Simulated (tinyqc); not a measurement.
G0W0 on RHF in the 6-311g basis, for H2, spin multiplicity 1, step by step. One step of it, computed by the program tinyqc.

Problem. Iteration 6 (converged): orbitals. Diagonalise F' = X^T F X, C = X C', fill 1 alpha and 1 beta electrons from the bottom; D = 2 C_occ C_occ^T. Each column has its largest component positive (the first on a tie).

converged F (hartree):
```
           1H 1s      1H 2s      1H 3s      2H 1s      2H 2s      2H 3s
1H 1s   0.649461  -0.386451  -0.437301  -0.422902  -0.445827  -0.399813
1H 2s  -0.386451  -0.318707  -0.369092  -0.445827  -0.451118  -0.389829
1H 3s  -0.437301  -0.369092  -0.260186  -0.399813  -0.389829  -0.282391
2H 1s  -0.422902  -0.445827  -0.399813   0.649461  -0.386451  -0.437301
2H 2s  -0.445827  -0.451118  -0.389829  -0.386451  -0.318707  -0.369092
2H 3s  -0.399813  -0.389829  -0.282391  -0.437301  -0.369092  -0.260186
```

X:
```
               1          2          3          4          5         6
1H 1s   0.616037  -0.954548  -0.697740   0.606839   0.585365  0.155179
1H 2s  -2.005838   1.461038   0.943812   0.105411   0.333288  0.235188
1H 3s   2.760373  -0.835963   0.841541  -0.508693   0.111548  0.233854
2H 1s  -0.616037  -0.954548   0.697740   0.606839  -0.585365  0.155179
2H 2s   2.005838   1.461038  -0.943812   0.105411  -0.333288  0.235188
2H 3s  -2.760373  -0.835963  -0.841541  -0.508693  -0.111548  0.233854
```

Give: F' = X^T F X; orbital energies; coefficients C; D after iteration 6.

Solution.

F' = X^T F X (hartree):
```
         1        2        3        4        5        6
1   1.2101   0.0000  -0.9412   0.0000   0.3976   0.0000
2   0.0000   2.0466   0.0000  -0.9712   0.0000  -0.0170
3  -0.9412   0.0000   1.3090   0.0000  -0.7656   0.0000
4   0.0000  -0.9712   0.0000   0.8524   0.0000  -0.0925
5   0.3976   0.0000  -0.7656   0.0000   0.8045   0.0000
6   0.0000  -0.0170   0.0000  -0.0925   0.0000  -0.5436
```

orbital energies (hartree): MO1 -0.5530, MO2 0.1432, MO3 0.3186, MO4 0.5883, MO5 2.5898, MO6 2.5920

coefficients C:
```
          MO1      MO2      MO3      MO4      MO5      MO6
1H 1s  0.1717   0.0945  -0.0461  -0.0959  -1.1278  -1.0913
1H 2s  0.3048   0.0340  -0.7783  -1.4731   1.2257   1.6894
1H 3s  0.1498   1.7968   0.8721   1.9764  -0.4788  -1.0980
2H 1s  0.1717  -0.0945  -0.0461   0.0959  -1.1278   1.0913
2H 2s  0.3048  -0.0340  -0.7783   1.4731   1.2257  -1.6894
2H 3s  0.1498  -1.7968   0.8721  -1.9764  -0.4788   1.0980
```

D after iteration 6:
```
        1H 1s   1H 2s   1H 3s   2H 1s   2H 2s   2H 3s
1H 1s  0.0590  0.1047  0.0514  0.0590  0.1047  0.0514
1H 2s  0.1047  0.1858  0.0913  0.1047  0.1858  0.0913
1H 3s  0.0514  0.0913  0.0449  0.0514  0.0913  0.0449
2H 1s  0.0590  0.1047  0.0514  0.0590  0.1047  0.0514
2H 2s  0.1047  0.1858  0.0913  0.1047  0.1858  0.0913
2H 3s  0.0514  0.0913  0.0449  0.0514  0.0913  0.0449
```
